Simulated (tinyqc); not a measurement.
# Doping from resistivity

Problem. A uniform, uncompensated and fully ionised sample has rho = 1/(q N mu), mu = m1 + (m2 (T/300 K)^(-bt) - m1)/(1 + (N/Nr)^am). Find N, mu and the diffusion coefficient mu Vt.

Parameters, values chosen for the exercise:

| symbol | value | unit | meaning |
|---|---|---|---|
| T | 250 | K | temperature |
| m1 | 67.7 | cm^2/(V s) | mobility limit at high doping |
| m2 | 1420 | cm^2/(V s) | mobility limit at low doping, at 300 K |
| Nr | 9.24e16 | cm^-3 | reference doping of the mobility law |
| am | 0.724 |  | exponent of the mobility law |
| bt | 1.8 |  | temperature exponent of m2 |

Constants: q = 1.602176634e-19 C, kB = 1.380649e-23 J/K, Vt = kB T/q. Results are converted to the units shown.

resistivity = 0.091304109 ohm cm

Solution. With am below 1 the product N mu rises steadily with N, so one doping matches; it is found by iterating N = 1/(q rho mu(N)).

N = 5.80e16 cm^-3
mu = 1.18e3 cm^2/(V s)
diffusion coefficient = 25.4 cm^2/s

Computed by the program tinyqc: `OMP_NUM_THREADS=1 python tinyqc.py 2110139 2110140 out.jsonl`, one thread of a shared Intel Xeon 2.30GHz, about 0.01 s for the whole run.
